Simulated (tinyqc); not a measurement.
Inside a calculation. Model: interdiffusion of a quantum well during annealing: blurred potential and shift of the confined levels. Computed by tinyqc, a small Python program that keeps every step. Command: `OMP_NUM_THREADS=1 python tinyqc.py 3013529 3013530 out.jsonl qwi walk`. One thread of a shared host (Intel(R) Xeon(R) Processor @ 2.30GHz), about 0.06 s of CPU time with the checks. Intermediate numbers are printed to about 7 digits and carried at full precision; extremes and crossings named in words are read from the listed rows.

A square well of width w is blurred by Fick diffusion with a constant coefficient; band offsets are linear in composition, masses are uniform, and strain and excitons are ignored.

Inputs (values chosen for the exercise, modelled on GaAs in AlGaAs):
```
quantity,value,unit
well width w,10,nm
electron mass m_e,0.0685,m_0
hole mass m_h,0.379,m_0
conduction offset V_c,0.19,eV
valence offset V_v,0.12,eV
prefactor D0,6.1,cm^2/s
activation energy E,3.72,eV
anneal temperature T,810,C
anneal time t,120,s
```

Constants: k_B = 8.617333262e-05 eV/K; hbar^2/(2 m_0) = 3.80998212 eV angstrom^2.

## Diffusion length

D = D0 exp(-E/(k_B T)); L = sqrt(D t); share of well material at the centre erf(w/(4L)); 1 nm = 1e-7 cm. Temperatures in kelvin are T(C) + 273.15.

diffusivity D = 2.996248e-17 cm^2/s

diffusion length L = 0.5996247 nm

ratio L/w = 0.05996247

share at the centre = 1.0000000

## Levels before the anneal

Square well, ground state: take the lowest root of k tan(k w/2) = kappa, k^2 = E/c, kappa^2 = (V - E)/c, c = hbar^2/(2m) with hbar^2/(2 m_0) in eV angstrom^2.

electron level before the anneal = 30.03534 meV

hole level before the anneal = 7.066745 meV

Caution: the well mass is used in the barriers too; a heavier barrier mass would lower these levels.

## Levels after the anneal

With L = sqrt(D t) and the share at the centre erf(w/(4L)). After the anneal: V(z) = V {1 - (1/2)[erf((w/2 - z)/(2L)) + erf((w/2 + z)/(2L))]}, energies counted from the original well bottom. Finite differences on 3000 points over |z| < w/2 + 6L + 25 nm; shifts are taken against the same grid with cell-averaged square steps. Rise of the bottom = V (1 - share at the centre). Overlap = |<electron|hole>|^2.

shift of the electron level = 2.899 meV

shift of the hole level = 1.455 meV

blue shift of the transition = 4.354 meV

rise of the gap at the centre = 1.153200e-06 meV

overlap = 0.9709

The centre is still intact, so the shift comes from rounded edges that narrow the lower part of the well.

## Shift against diffusion length

First-order estimate for small L: the shift is 2 L^2 V |d(psi^2)/dz| at an edge, with psi the normalised square-well state: psi^2 = cos^2(k z)/(w/2 + 1/kappa) inside, so |d(psi^2)/dz| = k sin(k w)/(w/2 + 1/kappa).

Shifts (meV):
```
L/w,L (nm),share at the centre,electron,hole,sum,first-order sum
0.02,0.2,1,0.353,0.181,0.534,0.5770652
0.04,0.4,1,1.342,0.675,2.018,2.308261
0.07,0.7,0.9999996,3.886,1.959,5.846,7.069048
0.1,1,0.9995930,7.627,3.979,11.606,14.42663
0.15,1.5,0.9815779,16.302,9.351,25.653,32.45992
0.2,2,0.9229001,27.095,16.952,44.047,57.70652
0.3,3,0.7614072,49.139,33.527,82.666,129.8397
0.45,4.5,0.5679416,74.495,52.688,127.183,292.1392
0.7,7,0.3864947,99.381,71.05,170.431,706.9048
1,10,0.2763264,115.326,82.51,197.836,1442.663
```

The sum grows as L^1.92 between the first rows (L^2, linear in time, in first order) and as L^0.42 between the last, as it bends towards the limit V_c + V_v less the original levels, 272.9 meV. The first-order form is off by +8 % in the first row and +24 % at L/w = 0.1; it needs L well below the decay length 1/kappa. At L/w = 0.2 the electron level has moved by the larger share of its offset (14.1 % for the hole, 14.3 % for the electron).

Checks made by the program: finite differences against the square-well equation (relative difference 1e-06).
